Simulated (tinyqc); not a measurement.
Koster-Slater impurity in an sp3s* host, step by step. Values are carried at full precision from step to step, so a last printed digit may differ when a step is redone from the rounded ones.

sp3s* tight binding, nearest neighbours only: anion (a) at 0, cation (c) at a/4 (1,1,1), orbitals s, px, py, pz, s* on each; k in units of 2 pi/a. With phases e_j = exp(i (pi/2) k.n_j) for n = (1,1,1), (1,-1,-1), (-1,1,-1), (-1,-1,1): g0 = (e1+e2+e3+e4)/4, g1 = (e1+e2-e3-e4)/4, g2 = (e1-e2+e3-e4)/4, g3 = (e1-e2-e3+e4)/4. The diagonal holds the levels Esa, Epa, Exa (s*) and Esc, Epc, Exc. Anion-cation block: <sa|sc> = Vss g0; <sa|xc> = Vsapc g1; <xa|sc> = -Vscpa g1; <xa|xc> = Vxx g0; <xa|yc> = <ya|xc> = Vxy g3, <xa|zc> = <za|xc> = Vxy g2, <ya|zc> = <za|yc> = Vxy g1; <s*a|xc> = Vxapc g1; <xa|s*c> = -Vpaxc g1; y and z take g2 and g3 in place of g1; s-s* and s*-s* vanish.

Values chosen for the exercise (out of a larger set: near a published set for InP; not measured data):
- p = (-8.478, 0.868, -1.5, 4.082, 8.324, 6.999, -5.349, 1.864, 4.249, 2.218, 5.641, 3.484, 4.514) eV (order Esa, Epa, Esc, Epc, Exa, Exc, Vss, Vxx, Vxy, Vsapc, Vscpa, Vxapc, Vpaxc)
- N = 5 (mesh)
- V = -6.8 eV (shift of the p levels)

## The gap of the host

Gaps from the top of the valence band to Gamma, to the minimum on (x,0,0) from 0.5 to 1, and to L; the smallest is Eg.

top of the valence band on the scale of the parameters = 0.0139 eV

gaps (eV): Gamma 1.3834, Delta 2.4474, L 1.8793

Eg (smallest gap of the host) = 1.3834 eV

## Where the weight lies

A defect on a cation site (c) shifts the s level there by Vs or the three p levels by Vp and leaves the rest. A level in the gap solves 1/Vs = G_s(E) (symmetry A1) or 1/Vp = G_p(E) (T2, threefold), with G(E) = (1/N^3) sum over k and bands of w/(E - e), where w is the weight of the state on the s orbital of that site, or the mean weight on its px, py, pz. Mesh: k = f1 (-1,1,1) + f2 (1,-1,1) + f3 (1,1,-1), f = (j + 1/2)/N, j = 0 to N - 1. Energies from the top of the valence band at Gamma; the s* orbital of the site is left as it is. An infinite shift removes the s or p orbitals, the model of the ideal vacancy: G(E) = 0.

For each band: mean energy over the mesh and summed weights; each column of weights adds to one.

Bands:
```
band  mean energy (eV)  s weight  p weight
1               -9.778    0.1270    0.0049
2               -5.374    0.3596    0.0158
3               -1.629    0.0043    0.0993
4               -1.290    0.0021    0.0937
5                2.385    0.2567    0.1430
6                3.535    0.1951    0.0967
7                6.213    0.0002    0.2374
8                6.528    0.0002    0.2286
9                9.301    0.0408    0.0111
10              10.166    0.0141    0.0696
```

The filled bands hold 0.493 of the s orbital and 0.214 of each p orbital of the cation. Filled states add positive terms to G in the gap and empty ones negative terms.

## Green functions across the gap

G at nine energies E = Eg j/8.

G(E) (1/eV):
```
E (eV)       G_s       G_p
0.0000  -0.08831   0.00003
0.1729  -0.10414  -0.03927
0.3458  -0.12151  -0.06579
0.5188  -0.14108  -0.08886
0.6917  -0.16369  -0.11089
0.8646  -0.19052  -0.13333
1.0375  -0.22339  -0.15746
1.2105  -0.26527  -0.18489
1.3834  -0.32161  -0.21805
```

Both fall with E, as dG/dE = -sum w/(E - e)^2 demands. G_s keeps its sign, so the vacancy has no level of this symmetry in the gap. G_p changes sign, so the vacancy has a level of this symmetry in the gap.

## A first estimate from the table

A defect that shifts the p level of its cation site by V has a level where the host Green function G_p(E) equals 1/V; E is counted from the top of the valence band. Find it by linear interpolation between the two rows that bracket it.

1/V = -0.14706 1/eV
estimated level = 0.963 eV

## The level and its weight on the defect

Solve by bisection with the full sum. The weight of the bound state on the shifted orbital is G^2/(-G'), which is also dE/dV.

level = 0.9651 eV
G'(E) = -0.14037 1/eV^2
weight on the defect orbital = 0.1541

The level lies 0.965 eV above the valence band and 0.418 eV below the conduction band. Only 15.4 % of it sits on the shifted orbital, the rest on other orbitals, so a shift of 1 eV moves the level by about 154 meV.

## Checks

- Sum of the s weights over all bands against one: both 1.00000.
- First moment of the s weights against the s level of the site, on the scale of the parameters: both -1.50000.

Run: tinyqc, `OMP_NUM_THREADS=1 python tinyqc.py 1480747 1480748 out.jsonl`; Intel(R) Xeon(R) Processor @ 2.30GHz, one thread, shared host; about 0.1 s of CPU time with all checks.
